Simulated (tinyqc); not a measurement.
CIS and TDHF on RHF in the sto-6g basis, for BeH2, spin multiplicity 1, step by step. One step of it, computed by the program tinyqc.

Problem. CIS matrix, triplets. A(ia,jb) = (e_a - e_i) d_ij d_ab - (ij|ab).

orbital energies (hartree): MO1 -4.590242, MO2 -0.456381, MO3 -0.420907, MO4 0.208741, MO5 0.208748, MO6 0.453421, MO7 0.920772

Two-electron integrals over orbitals (pq|rs), unique and non-zero (hartree):
```
(11|11) 2.280496    (21|11) -0.197473   (21|21) 0.026757    (22|11) 0.486458
(22|21) -0.006477   (22|22) 0.396863    (31|31) 0.005996    (32|31) 0.013731
(32|32) 0.165104    (33|11) 0.455575    (33|21) -0.002419   (33|22) 0.410347
(33|33) 0.433356    (41|11) 0.001459    (41|21) -0.000181   (41|22) 0.000129
(41|33) 0.000072    (41|41) 0.016047    (42|11) -0.000587   (42|21) 0.000063
(42|22) 0.000381    (42|33) 0.000365    (42|41) 0.015026    (42|42) 0.048694
(43|31) -4.02e-06   (43|32) 0.000404    (43|43) 0.014470    (44|11) 0.570048
(44|21) -0.007470   (44|22) 0.367389    (44|33) 0.355066    (44|41) -0.000192
(44|42) -0.000878   (44|44) 0.450122    (51|51) 0.016046    (52|51) 0.015027
(52|52) 0.048694    (53|53) 0.014469    (54|51) -0.000118   (54|52) -0.000308
(54|54) 0.024260    (55|11) 0.570050    (55|21) -0.007469   (55|22) 0.367392
(55|33) 0.355067    (55|41) 0.000044    (55|42) -0.000261   (55|44) 0.401600
(55|55) 0.450117    (61|11) -0.192872   (61|21) 0.026942    (61|22) -0.006963
(61|33) -0.003787   (61|41) -0.000087   (61|42) 0.000137    (61|44) -0.004739
(61|55) -0.004737   (61|61) 0.027383    (62|11) 0.119732    (62|21) -0.007047
(62|22) -0.024191   (62|33) -0.046702   (62|41) 0.000133    (62|42) -0.000099
(62|44) 0.054224    (62|55) 0.054230    (62|61) -0.004936   (62|62) 0.078713
(63|31) -0.002190   (63|32) -0.094151   (63|43) -0.000329   (63|63) 0.082888
(64|11) 0.000516    (64|21) 0.000023    (64|22) 0.000144    (64|33) -0.000074
(64|41) 0.016416    (64|42) 0.047375    (64|44) -0.000256   (64|55) 0.000185
(64|61) 0.000130    (64|62) 0.000697    (64|64) 0.051449    (65|51) 0.016417
(65|52) 0.047382    (65|54) -0.000221   (65|65) 0.051455    (66|11) 0.486128
(66|21) -0.007273   (66|22) 0.396301    (66|33) 0.406879    (66|41) 0.000301
(66|42) 0.000893    (66|44) 0.368393    (66|55) 0.368402    (66|61) -0.007098
(66|62) -0.032351   (66|64) 0.000614    (66|66) 0.411293    (71|31) 0.011284
(71|32) 0.020149    (71|43) -0.000025   (71|63) -0.001581   (71|71) 0.021651
(72|31) 0.003601    (72|32) -0.045065   (72|43) -0.000392   (72|63) 0.061870
(72|71) 0.007336    (72|72) 0.057632    (73|11) 0.141294    (73|21) -0.004769
(73|22) -0.006180   (73|33) -0.021033   (73|41) -0.000021   (73|42) -0.000566
(73|44) 0.060188    (73|55) 0.060188    (73|61) -0.003358   (73|62) 0.074153
(73|64) 0.000234    (73|66) -0.024438   (73|73) 0.083251    (74|31) -0.000101
(74|32) -0.000962   (74|43) 0.013732    (74|63) 0.000558    (74|71) -0.000167
(74|72) 0.000145    (74|74) 0.016524    (75|53) 0.013734    (75|75) 0.016518
(76|31) 0.011171    (76|32) 0.143352    (76|43) 0.000457    (76|63) -0.094066
(76|71) 0.016681    (76|72) -0.055472   (76|74) -0.000833   (76|76) 0.140434
(77|11) 0.575542    (77|21) -0.008421   (77|22) 0.427022    (77|33) 0.445583
(77|41) 0.000032    (77|42) 0.000071    (77|44) 0.390167    (77|55) 0.390165
(77|61) -0.008602   (77|62) -0.034855   (77|64) -0.000260   (77|66) 0.435592
(77|73) -0.010489   (77|77) 0.487304
```

Give: CIS matrix A, triplet.

Solution.

CIS matrix A, triplet (hartree), lower triangle:
```
         1>4     1>5      1>6      1>7      2>4     2>5      2>6      2>7
1>4   4.2289
1>5   0.0000  4.2289
1>6  -0.0005  0.0000   4.5575
1>7   0.0000  0.0000   0.0000   4.9355
2>4   0.0075  0.0000   0.0000   0.0000   0.2977
2>5   0.0000  0.0075   0.0000   0.0000   0.0000  0.2977
2>6   0.0000  0.0000   0.0073   0.0000  -0.0001  0.0000   0.5135
2>7   0.0000  0.0000   0.0000   0.0084   0.0000  0.0000   0.0000   0.9501
3>4   0.0000  0.0000   0.0000   0.0001   0.0000  0.0000   0.0000   0.0010
3>5   0.0000  0.0000   0.0000   0.0000   0.0000  0.0000   0.0000   0.0000
3>6   0.0000  0.0000   0.0000  -0.0112   0.0000  0.0000   0.0000  -0.1434
3>7   0.0001  0.0000  -0.0112   0.0000   0.0010  0.0000  -0.1434   0.0000

        3>4     3>5     3>6     3>7
3>4  0.2746
3>5  0.0000  0.2746
3>6  0.0001  0.0000  0.4674
3>7  0.0000  0.0000  0.0000  0.8961
```
